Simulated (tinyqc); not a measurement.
# Gate voltage for a given inversion charge

Problem. p-type body, charge-sheet picture, depletion and inversion only, full ionisation (an idealisation for deep acceptors), Boltzmann statistics (rough once Na exp(x - xn) passes about Nc/7). In units of Vt: xg = (Vg - Vfb)/Vt, x = psi/Vt, G = gamma/sqrt(Vt), xn = (2 phiF + Vc)/Vt. The implicit equation is (xg - x)^2 = G^2 [x - 1 + exp(x - xn)] for x above about 3. Cox = eps0 eox/tox. ni = sqrt(Nc Nv) exp(-Eg/(2 Vt)), Eg in volts; phiF = Vt ln(Na/ni); gamma = sqrt(2 q eps0 eps_r Na)/Cox. N_inv = (Cox Vt G/q) [sqrt(x - 1 + exp(x - xn)) - sqrt(x - 1)]. Find x - xn, psi and Vg.

Inputs (values chosen for the exercise); band and dielectric values close to those of silicon: temperature T = 300 K; band gap Eg = 1.12 eV; relative permittivity eps_r = 11.7; conduction-band density of states at T Nc = 2.77e19 cm^-3; valence-band density of states at T Nv = 2.69e19 cm^-3; relative permittivity of the gate insulator (close to silicon nitride) eox = 7.64; insulator thickness tox = 41 nm; acceptor density Na = 1.7e18 cm^-3; flat-band voltage Vfb = -0.87 V; channel-body voltage Vc = 1 V.

Constants: q = 1.602176634e-19 C, kB = 1.380649e-23 J/K, Vt = kB T/q, eps0 = 8.8541878128e-14 F/cm where lengths are in cm. Results are converted to the units shown.

N_inv = 3e11 cm^-2

Solution. N_inv rises steadily with x, so it fixes x; the implicit equation then gives xg directly.

x - xn = 1.969
psi = 2.027 V
Vg = 7.890 V

tinyqc, about 0.01 s, one thread, Intel Xeon 2.30GHz (shared host): `OMP_NUM_THREADS=1 python tinyqc.py 2122194 2122195 out.jsonl`
